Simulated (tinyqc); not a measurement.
Slope factor and drain-induced lowering from three currents.

Inverse problem. With source and body at 0 V, I = A exp((Vg + dd Vd)/(nf Vt)) (1 - exp(-Vd/Vt)). Find nf, the swing nf Vt ln 10 and dd.

Values chosen for this exercise:

| symbol | value | unit | meaning |
|---|---|---|---|
| T | 358 | K | temperature |

Constants: q = 1.602176634e-19 C, kB = 1.380649e-23 J/K, Vt = kB T/q. Results are converted to the units shown.

currents at (Vg, Vd) = (0, 0.05), (0, 0.7) and (0.06, 0.7) V (nA/um): 0.10557203  0.44082383  2.1707294

Solution. The pair at equal Vd gives nf; the pair at equal Vg, after dividing out the factors 1 - exp(-Vd/Vt), gives dd.

nf = 1.220
swing = 86.66 mV/decade
dd = 0.07000

Computed by the program tinyqc: `OMP_NUM_THREADS=1 python tinyqc.py 2242039 2242040 out.jsonl`, one thread of a shared Intel Xeon 2.30GHz, about 0.03 s for the whole run.
